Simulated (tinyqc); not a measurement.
Crystallisation kinetics and data retention of a phase-change cell: one step of the calculation.

Johnson-Mehl-Avrami-Kolmogorov law X = 1 - exp(-y^n), y = integral of k dt, k = (1/100 s) exp[-(Ec q/kB)(1/T - 1/T1)].

Question. A heating ramp. T rises at the rate b. Start with y = k (kB Ta^2/(q Ec))/b, the integral from cold to Ta to leading order; over each step k is taken as exponential in T, so y gains (dT/b)(k2 - k1)/ln(k2/k1). dX/dt = n y^(n - 1) k exp(-y^n), listed as 0 once y^n exceeds 23.

Inputs (values chosen for the exercise); values of the order of Ge-Sb-Te and related chalcogenides: activation energy of crystallisation Ec = 3.02 eV; temperature at which the rate k is 1/(100 s) T1 = 413 K; Avrami exponent n = 1.5; heating rate b = 1 K/min; start of the ramp table Ta = 372 K; step of the table dT = 4 K; steps m = 10.

Constants: q = 1.602176634e-19 C, kB = 1.380649e-23 J/K. Results are converted to the units shown.

Find: T; k; y; X; dX/dt.

Answer.

| point | T (K) | k (1/s) | y | X | dX/dt (1/s) |
|---|---|---|---|---|---|
| 0 | 372 | 8.675e-7 | 2.055e-4 | 2.947e-6 | 1.866e-8 |
| 1 | 376 | 2.363e-6 | 5.638e-4 | 1.339e-5 | 8.417e-8 |
| 2 | 380 | 6.304e-6 | 0.001528 | 5.971e-5 | 3.696e-7 |
| 3 | 384 | 1.648e-5 | 0.004069 | 2.595e-4 | 1.576e-6 |
| 4 | 388 | 4.222e-5 | 0.01063 | 0.001096 | 6.523e-6 |
| 5 | 392 | 1.061e-4 | 0.02727 | 0.004494 | 2.617e-5 |
| 6 | 396 | 2.618e-4 | 0.06865 | 0.01782 | 1.010e-4 |
| 7 | 400 | 6.343e-4 | 0.1697 | 0.06750 | 3.654e-4 |
| 8 | 404 | 0.001510 | 0.4120 | 0.2324 | 0.001116 |
| 9 | 408 | 0.003535 | 0.9834 | 0.6229 | 0.001983 |
| 10 | 412 | 0.008139 | 2.308 | 0.9700 | 5.562e-4 |

Range of the model: One Arrhenius rate is assumed; incubation, growth from the boundary and the non-Arrhenius kinetics of the supercooled liquid are left out.

Program tinyqc, `OMP_NUM_THREADS=1 python tinyqc.py 2490020 2490021 out.jsonl`; Intel Xeon 2.30GHz, shared host, one thread, about 0.03 s.
